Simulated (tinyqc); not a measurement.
# One electron in a tunnel-coupled double dot: charge qubit, sensing and quantum capacitance: what changes with what

Basis (left, right), H = [[ep/2, tc], [tc, -ep/2]], splitting Om = sqrt(ep^2 + 4 tc^2), ep = al times the gate voltage. In equilibrium the electron is on the right with the chance P_R = [1 + (ep/Om) tanh(Om/2 kB T)]/2.

Values chosen for this exercise: tunnel coupling tc = 8.9 ueV; electron temperature T = 0.073 K; lever arm of the gate on the detuning al = 0.6 eV/V; resonator frequency f0 = 172 MHz; deviation of quasi-static detuning noise se = 2.2 ueV.

Constants: q = 1.602176634e-19 C, kB = 1.380649e-23 J/K, hbar = 1.054571817e-34 J s, h = 6.62607015e-34 J s, Vt = kB T/q. Results are converted to the units shown.

Each table varies one quantity; the others keep the values above.

## Line shape against detuning

q^2 al^2 dP_R/d(ep) splits into Cq = q^2 al^2 (2 tc^2/Om^3) tanh(Om/2 kB T) and Ct = q^2 al^2 (ep/Om)^2/(4 kB T cosh^2(Om/2 kB T)); Ct appears only if relaxation is faster than the drive. A resonator of frequency f0, capacitance Cp and quality factor Q shifts by df = -f0 Cq/(2 Cp) and its phase by -2 Q Cq/Cp. A Ct of 0 means below 1e-6 aF.

Line shape against detuning:

| ep (ueV) | Om (ueV) | P_R | Cq (aF) | Ct (aF) |
|---|---|---|---|---|
| 0 | 17.800 | 0.50000 | 1439.5 | 0 |
| 6.2 | 18.849 | 0.64881 | 1234.6 | 44.966 |
| 12.5 | 21.751 | 0.76980 | 833.75 | 89.666 |
| 18.7 | 25.817 | 0.85040 | 513.75 | 76.840 |
| 24.9 | 30.608 | 0.90053 | 313.78 | 46.053 |
| 31.2 | 35.920 | 0.93143 | 195.85 | 22.761 |
| 37.4 | 41.420 | 0.95023 | 128.23 | 10.302 |
| 43.6 | 47.094 | 0.96239 | 87.388 | 4.4019 |
| 49.8 | 52.886 | 0.97062 | 61.747 | 1.8147 |
| 56.1 | 58.856 | 0.97650 | 44.810 | 0.71989 |
| 62.3 | 64.793 | 0.98073 | 33.590 | 0.28512 |

Read the table: what changes, and by how much?

Cq falls from 1440 to 33.6 aF, and Ct goes from 0 through a maximum of 89.7 (at ep = 12.5 ueV among the rows listed) to 0.285 aF. Among the rows listed Ct reaches at most 6.23 % of the peak of Cq, with tc/kB T = 1.4: heat populates the upper level, lowers Cq and adds side lobes.

## Peak signal against tunnel coupling

At ep = 0: q^2 al^2 dP_R/d(ep) splits into Cq = q^2 al^2 (2 tc^2/Om^3) tanh(Om/2 kB T) and Ct = q^2 al^2 (ep/Om)^2/(4 kB T cosh^2(Om/2 kB T)); Ct appears only if relaxation is faster than the drive. The slope dP_R/d(ep) there is tanh(tc/kB T)/(4 tc).

Peak signal against tunnel coupling:

| tc (ueV) | tc/kB T | Cq (aF) | slope (1/ueV) | 2 tc/h (GHz) |
|---|---|---|---|---|
| 0.68 | 0.1081 | 2283 | 0.03959 | 0.3288 |
| 1.3 | 0.2067 | 2260 | 0.03919 | 0.6287 |
| 2.5 | 0.3974 | 2179 | 0.03777 | 1.209 |
| 4.7 | 0.7471 | 1943 | 0.03369 | 2.273 |
| 9 | 1.431 | 1429 | 0.02477 | 4.352 |
| 17 | 2.702 | 840.6 | 0.01457 | 8.221 |
| 33 | 5.246 | 436.9 | 0.007575 | 15.96 |
| 63 | 10.01 | 228.9 | 0.003968 | 30.47 |
| 120 | 19.08 | 120.2 | 0.002083 | 58.03 |

The peak Cq falls from 2280 to 120 aF: it levels off at q^2 al^2/(4 kB T) = 2290 aF for weak coupling and goes as tc^(-1.00) between the last two rows. Below tc of about kB T the slope measures temperature rather than coupling. For tc = 0.68 2 tc/h is less than three times the drive frequency f0, so the electron cannot follow adiabatically.

## Coherence against detuning

Noise in ep shifts Om by (ep/Om) d + (2 tc^2/Om^3) d^2. For Gaussian d of deviation se the spread of Om is sqrt[(ep se/Om)^2 + 2 (2 tc^2 se^2/Om^3)^2], and T2* is estimated as sqrt(2) hbar/spread; Om T2*/h counts the oscillations within T2*.

Coherence against detuning:

| ep (ueV) | Om (ueV) | T2* (ns) | oscillations within T2* |
|---|---|---|---|
| 0 | 17.80 | 4.841 | 20.84 |
| 0.45 | 17.81 | 4.655 | 20.04 |
| 0.89 | 17.82 | 4.215 | 18.17 |
| 1.8 | 17.89 | 3.196 | 13.82 |
| 3.6 | 18.16 | 1.971 | 8.656 |
| 7.1 | 19.16 | 1.122 | 5.200 |
| 13 | 22.04 | 0.7152 | 3.812 |
| 27 | 32.34 | 0.5067 | 3.962 |
| 53 | 55.91 | 0.4463 | 6.034 |

What does the comparison show?

T2* falls from 4.84 to 0.446 ns, towards sqrt(2) hbar/se = 0.423 ns far from the anticrossing; the first row is 10.8 times the last. First and second order are equal near ep = sqrt(2) se/2 = 1.56 ueV.

Computed by the program tinyqc: `OMP_NUM_THREADS=1 python tinyqc.py 2470026 2470027 out.jsonl`, one thread of a shared Intel Xeon 2.30GHz, about 0.01 s for the whole run.
